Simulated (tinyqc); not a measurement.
Adsorption as a lattice gas: isotherms with interactions, competition, desorption peaks and saturation dose: one step, computed by the program tinyqc. Command: `OMP_NUM_THREADS=1 python tinyqc.py 3025696 3025697 out.jsonl adsorb walk`. One thread of a shared host (Intel(R) Xeon(R) Processor @ 2.30GHz), about 0.2 s of CPU time with the checks.

One adsorbate per site; a molecule needs 1 empty site. Gas and surface have the same temperature.

Task: Dose to saturate, flat and in a hole. Without desorption or interaction, 99 % coverage needs the time (N_s/(s0 F)) ln 100. For a round hole of aspect ratio a in molecular flow with unit sticking (Gordon), the time is N_s/F x [1 + (19/4) a + (3/2) a^2]. The larger of the two times is a rough guide.

Inputs (values chosen for the exercise, for a model surface):
```
quantity                                          value    unit
desorption energy E                                1.36      eV
prefactor nu                                    1.5e+13     1/s
site density N_s                                     10  1/nm^2
sticking coefficient s0                            0.13       -
temperature T                                       646       K
aspect ratio a (depth over diameter) of a hole       20       -
```

Adsorption: molecular (first order).

flux F = 4410.356 1/(nm^2 s)

Give: time on a flat surface; time for the hole.

Result:

time on a flat surface = 0.080321 s

time for the hole = 1.5781 s

The hole is limited by transport: for deep holes the dose grows as a^2. Caution: with k_d = nu exp(-E/(k_B T)) of these inputs desorption is not negligible over the time on a flat surface, so without interaction 99 % coverage is not reached.
